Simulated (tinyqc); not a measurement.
# From one set of inputs to another, one input at a time

Model: Raman shift of the zone-centre optical phonon of a diamond-structure crystal under stress. Computed by tinyqc, a small Python program. Command: `OMP_NUM_THREADS=1 python tinyqc.py 3031713 3031714 out.jsonl ramanstress ladder`. One thread of a shared host (Intel(R) Xeon(R) Processor @ 2.30GHz), about 0.02 s of CPU time with the checks.

Axes x, y, z are the cube axes. Strain shifts the threefold optical mode and can split it; p, q and r are the phonon deformation potentials.

The inputs printed are set A. Set A is modelled on silicon; the values taken over come from a set modelled on germanium. Inputs not listed in the table keep their values of set A, so the rows need not describe a real material.

Inputs (values chosen for the exercise, modelled on silicon):

| quantity | value | unit |
|---|---|---|
| unstrained frequency omega_0 | 521 | 1/cm |
| p/omega_0^2 | -1.9 | - |
| q/omega_0^2 | -2.35 | - |
| r/omega_0^2 | -0.699 | - |
| C11 | 165 | GPa |
| C12 | 64.62 | GPa |
| C44 | 79.06 | GPa |
| stress sigma (tension positive) | 1.7 | GPa |
| polarisation angle phi | 45 | degree |
| temperature coefficient d omega/dT | -0.022 | 1/(cm K) |
| local temperature T | 360 | K |
| laser wavelength | 532 | nm |

Stress state: hydrostatic. Axis: none.

Constants: h = 6.62607015e-34 J s; c = 299792458 m/s; k_B = 1.380649e-23 J/K.

Method:
- S11 = (C11 + C12)/D, S12 = -C12/D, D = (C11 - C12)(C11 + 2 C12), S44 = 1/C44.
- Hydrostatic stress: sigma_ij = sigma delta_ij.
- eps_xx = S11 sigma_xx + S12 (sigma_yy + sigma_zz), and cyclic; eps_xy = S44 sigma_xy/2 (tensor strain).
- Secular matrix: M_xx = p eps_xx + q (eps_yy + eps_zz), M_xy = 2 r eps_xy; its eigenvalues are omega^2 - omega_0^2, and the shifts are these over 2 omega_0.
- gamma = -(p + 2q)/(6 omega_0^2); the mean of the three shifts is -gamma omega_0 x (volume strain).
- Backscattering from a (001) surface: incident polarisation (cos phi, sin phi, 0). With Raman tensors (R_z)_xy = (R_z)_yx = 1 and cyclic, only the z component u_z of a mode counts: I = u_z^2 sin^2(2 phi) for parallel and u_z^2 cos^2(2 phi) for crossed polarisers. An unresolved line sits at the intensity-weighted shift, which is M_zz/(2 omega_0).
- A temperature above 300 K shifts the line by (d omega/dT)(T - 300 K); divided by the shift per stress it poses as a stress; the total shift adds it to the shift of the observed line. The anti-Stokes to Stokes ratio is [(omega_L + omega_0)/(omega_L - omega_0)]^3 exp(-h c omega_0/(k_B T)) in photon counts, omega_L = 1/wavelength, resonance effects left out.

Each row keeps all changes above it:

| input moved | from | to | shift of the observed line (1/cm) | mean shift (1/cm) | total shift (1/cm) |
|---|---|---|---|---|---|
| set A | - | - | -9.933 | -9.933 | -11.25 |
| unstrained frequency omega_0 (1/cm) | 521 | 300.6 | -5.731 | -5.731 | -7.05 |
| C11 (GPa) | 165 | 127.9 | -6.558 | -6.558 | -7.88 |
| local temperature T (K) | 360 | 400 | -6.558 | -6.558 | -8.76 |
| q/omega_0^2 | -2.35 | -1.93 | -5.723 | -5.723 | -7.92 |
| r/omega_0^2 | -0.699 | -1.12 | -5.723 | -5.723 | -7.92 |
| C44 (GPa) | 79.06 | 66.07 | -5.723 | -5.723 | -7.92 |
| stress sigma (tension positive) (GPa) | 1.7 | -1 | 3.367 | 3.367 | 1.17 |

Which inputs carry the difference?

Shift of the observed line goes from -9.93 to 3.37, +13.3 in all. The largest single move comes from stress sigma (tension positive) (+9.09). Mean shift goes from -9.93 to 3.37, +13.3 in all. The largest single move comes from stress sigma (tension positive) (+9.09). Total shift goes from -11.3 to 1.17, +12.4 in all. The largest single move comes from stress sigma (tension positive) (+9.09). The single moves hold for this order of the switches; the total does not depend on the order.

Caution (all rows): this stress has components normal to the (001) face, so it cannot reach a free (001) surface; it can act on buried material.

Extremes, crossings and ranges named in words are read from the listed rows.
